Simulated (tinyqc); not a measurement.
From one set of inputs to another, one input at a time: Debye-Callaway model of lattice thermal conductivity. Computed by tinyqc, a small Python program. Command: `OMP_NUM_THREADS=1 python tinyqc.py 3001257 3001258 out.jsonl callaway ladder`. One thread of a shared host (Intel(R) Xeon(R) Processor @ 2.30GHz), about 0.04 s of CPU time with the checks.

Three acoustic branches with one velocity v, cut at omega_D = k_B Theta/hbar; x = hbar omega/(k_B T). v and Theta are separate inputs: Theta cuts off the heat-carrying modes, so C need not reach 3 k_B/V. gamma is an effective value that sets the umklapp rate. Heat flows along the wire.

The inputs printed are set A. Inputs not listed in the table keep their values of set A, so the rows need not describe a real material.

Inputs (values chosen for the exercise, modelled on magnesium oxide): sound velocity v = 6920 m/s; Debye temperature Theta = 785 K; volume per atom V = 9.34 angstrom^3; mean atomic mass M = 20.15 u; effective Grueneisen parameter gamma = 3.83; umklapp exponent divisor b = 3; alloy fraction f = 0.13; mass difference Delta M = 5.92 u; wire diameter D = 0.028 micrometre; specularity p = 0; temperature T = 400 K.

Sample: wire. Point defects: alloy. Normal processes: left out.

Constants: k_B = 1.380649e-23 J/K; hbar = 1.054571817e-34 J s; u = 1.6605390666e-27 kg.

Method:
- For a random alloy on all sites Gamma = f (1 - f) (Delta M/M)^2, with M the mean mass; strain-field scattering is left out. A = V Gamma/(4 pi v^3).
- Rates: point defects A omega^4; umklapp B omega^2 T exp(-Theta/(b T)) with B = hbar gamma^2/(M v^2 Theta). Boundaries: v/Lambda_B with Lambda_B = D (1 + p)/(1 - p).
- kappa_1 = c int tau_C g dx, g = x^4 e^x/(e^x - 1)^2, c = (k_B/(2 pi^2 v)) (k_B T/hbar)^3, over 0 < x < min(Theta/T, 40), by 96 Gauss-Legendre points in s with x = x_max s^2; tau_C = tau_R, the inverse of the summed rates, and kappa = kappa_1.
- Heat capacity C = 3 c int g dx / v^2; grey free path 3 kappa/(C v); the median free path v tau_C halves kappa_1 when the quadrature points are ordered by free path (each counted at half its weight, interpolated in the logarithm); likewise at 10 % and 90 %.

Each row keeps all changes above it:
```
input moved                            from    to  kappa (W/(m K))  grey free path (nm)  median free path (nm)
set A                                     -     -           16.919                3.852                  5.078
alloy fraction f                       0.13  0.35           14.290                3.253                  4.944
wire diameter D (micrometre)          0.028  0.18           20.013                4.556                  9.223
effective Grueneisen parameter gamma   3.83  1.11           48.359               11.010                 35.528
volume per atom V (angstrom^3)         9.34  23.7           27.892                6.350                 32.486
temperature T (K)                       400   150           22.853               12.651                 57.559
Debye temperature Theta (K)             785   488           20.627               26.169                 62.096
mass difference Delta M (u)            5.92  8.04           14.583               18.500                 55.516
```

Kappa goes from 16.9 to 14.6, a factor 0.862 in all. The largest single move comes from effective Grueneisen parameter gamma (a factor 2.42), but it runs against the net change; the largest move in the direction of the net change is volume per atom V (a factor 0.577). Grey free path goes from 3.85 to 18.5, a factor 4.80 in all. The largest single move comes from effective Grueneisen parameter gamma (a factor 2.42), and volume per atom V works against it (a factor 0.577). Median free path goes from 5.08 to 55.5, a factor 10.9 in all. The largest single move comes from effective Grueneisen parameter gamma (a factor 3.85). The single moves hold for this order of the switches; the total does not depend on the order.

Extremes, crossings and ranges named in words are read from the listed rows.
